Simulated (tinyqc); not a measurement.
## Disorder from G

Inverse problem. A flat band at zero energy with self-consistent Born disorder has G = 1/(z - D G), z = E + i eta. Find D and the half-width 2 sqrt(D) of the broadened level.

Values chosen for this exercise:
- eta = 0.05 eV (bare broadening)
- E = -0.048 eV (energy from the band centre)

G = -0.0912005-1.9002017i 1/eV

Solution. D = (z - 1/G)/G, which comes out real.

D = 0.2500 eV^2
half-width = 1.000 eV

tinyqc, about 0.01 s, one thread, Intel Xeon 2.30GHz (shared host): `OMP_NUM_THREADS=1 python tinyqc.py 2720112 2720113 out.jsonl`
